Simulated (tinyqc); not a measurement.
Current crowding under a contact, resistor ladder against the transmission-line model: one step of the calculation.

A metal contact of length d and width W on a thin layer of the same width. The metal has no resistance, the sheet resistance under it equals Rsh, and current enters the layer at the front edge x = 0.

Task. Voltages and the share of the current. Cut the contact into n cells of length hc = d/n. Neighbouring cell centres are joined by a = W/(Rsh hc), each centre joins the metal (0 V) by g = W hc/rc, and I enters cell 1 through half a cell: -a v_(i-1) + b_i v_i - a v_(i+1) = I for i = 1 and 0 otherwise, b_i = g + 2 a (g + a at both ends). Rc = v_1/I + 1/(2 a). Cell i passes g v_i to the metal.

Inputs (values chosen for the exercise):
```
symbol,value,unit,meaning
n,9,,cells
I,0.5,mA,current
```

a = 2.5168756 S
g = 0.16379630 S
b_i, cell 1 to 9 (S): 2.6806719  5.1975475  5.1975475  5.1975475  5.1975475  5.1975475  5.1975475  5.1975475  2.6806719

Find: v_i; share of the current; Rc of the ladder.

Result.

```
cell  v_i (mV)  share of the current (%)
1      0.70199                    22.997
2      0.54901                    17.985
3      0.43177                    14.144
4      0.34262                    11.224
5      0.27577                     9.034
6      0.22687                     7.432
7      0.19273                     6.314
8      0.17114                     5.606
9      0.16068                     5.264
```

Rc of the ladder = 1.6026 ohm

The first cell passes 23.0 % of the current and the last 5.26 %; an even spread would give 11.1 % each.

Computed by the program tinyqc: `OMP_NUM_THREADS=1 python tinyqc.py 2760155 2760156 out.jsonl`, one thread of a shared Intel Xeon 2.30GHz, about 0.01 s for the whole run.
